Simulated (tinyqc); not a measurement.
Inside a calculation. Method: tight binding, kagome lattice. One step of it, computed by the program tinyqc.

Question. Levels at k. Diagonalise the Hermitian matrix.

H(k) at k (eV):
```
                     A                    B                    C
A             0.000000  -0.560707-0.677778i  -0.250177-0.531654i
B  -0.560707+0.677778i             0.000000  -1.294652-0.332410i
C  -0.250177+0.531654i  -1.294652+0.332410i            -0.570000
```

Give: eigenvalues; weights |c|^2 of the basis functions.

Answer.

eigenvalues (eV): -2.136  0.367  1.199

weights |c|^2 of the basis functions:
```
   band 1  band 2  band 3
A   0.187   0.693   0.121
B   0.359   0.001   0.640
C   0.454   0.307   0.239
```
